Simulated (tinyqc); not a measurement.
From results to parameters: minimal-basis H2. Computed by the program tinyqc with PySCF.

Problem. For two electrons in the two orbitals of minimal-basis H2, the CIS energies are e2 - e1 - J12 + 2 K12 and e2 - e1 - J12, and E_corr = D - sqrt(D^2 + K12^2) with 2D the energy of the double excitation. Find J12, K12, D, the MP2 energy and the weight of the double excitation.

orbital gap e2 - e1 = 0.39413013 hartree
CIS singlet and triplet energies (hartree): 0.384390  -0.128418
FCI correlation energy = -0.15681323 hartree

Solution. Half the singlet-triplet splitting is K12, the gap less the triplet energy is J12, D = (E_corr^2 - K12^2)/(2 E_corr), MP2 is -K12^2/(2 gap), and the weight is c^2/(1 + c^2) with c = E_corr/K12.

J12, K12, D (hartree): 0.5225  0.2564  0.1312
MP2 correlation energy = -0.08340 hartree
weight of the double excitation = 0.2722
